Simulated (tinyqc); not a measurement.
# Minority carriers and saturation current of a heavily doped emitter: effect of temperature on the narrowing factor

n-type, parabolic bands, full ionisation. eta = (EF - Ec)/kB T solves N = Nc F12(eta), F12(x) = (2/sqrt(pi)) int_0^infinity sqrt(u)/(1 + exp(u - x)) du. The gap shrinks rigidly by dEg = E1 [ln(N/N0) + sqrt(ln^2(N/N0) + 0.5)], an empirical law that is here taken as the true narrowing.

Nc is given at 300 K and scales as T^1.5; dEg is held. The factor nie^2/ni^2 = exp(dEg/kB T) g, g = F12(eta) exp(-eta), divides the current gain of a transistor with this emitter.

Inputs (values chosen for the exercise); band and dielectric values close to those of silicon: conduction-band density of states at 300 K Nc = 2.81e19 cm^-3; ionised donor density N = 4.5e19 cm^-3; energy of the narrowing law E1 = 9.1 meV; density of the narrowing law N0 = 9.2e16 cm^-3.

Constants: q = 1.602176634e-19 C, kB = 1.380649e-23 J/K, Vt = kB T/q. Results are converted to the units shown.

Result of one run:
```
eta	g	nie^2/ni^2	its logarithm
0.4019	0.6959	18.50	2.918
```

Which temperature T gave this result: 200, 250, 400 or 450 K?

T = 400 K.

The whole series:
```
T (K)	eta	g	nie^2/ni^2	its logarithm
150	3.023	0.2205	1388	7.236
200	2.080	0.3676	259.8	5.560
250	1.468	0.4850	92.29	4.525
300	1.025	0.5746	45.59	3.820
350	0.6813	0.6430	27.31	3.307
400	0.4019	0.6959	18.50	2.918
450	0.1672	0.7375	13.62	2.611
```

The factor falls from 1390 to 13.6. Its slope against q/kB T is 86.6 meV between the first two rows and 95.1 meV between the last two, against dEg = 113 meV: degeneracy takes back part of the narrowing. The factor grows on cooling, so the current gain of such a transistor falls.

Range of the model: Band tails, non-parabolic bands and incomplete ionisation are left out.

Program tinyqc, `OMP_NUM_THREADS=1 python tinyqc.py 2330174 2330175 out.jsonl`; Intel Xeon 2.30GHz, shared host, one thread, about 0.01 s.
